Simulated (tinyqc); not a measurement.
# Mean barrier and spread from two temperatures

Problem. For a Gaussian spread of Schottky barriers the apparent height is phi_ap = phi - sg^2/(2 Vt), Vt = kB T/q. Find sg and phi.

Constants: q = 1.602176634e-19 C, kB = 1.380649e-23 J/K. Results are converted to the units shown.

phi_ap(0) at 120 and 350 K (eV): 0.65593223  0.77031962

Answer. phi_ap is linear in 1/(2 Vt) with slope -sg^2 and intercept phi.

sg = 0.06000 eV
phi = 0.8300 eV

Numbers from tinyqc (`OMP_NUM_THREADS=1 python tinyqc.py 2640170 2640171 out.jsonl`; about 0.01 s on one thread of a shared Intel Xeon 2.30GHz).
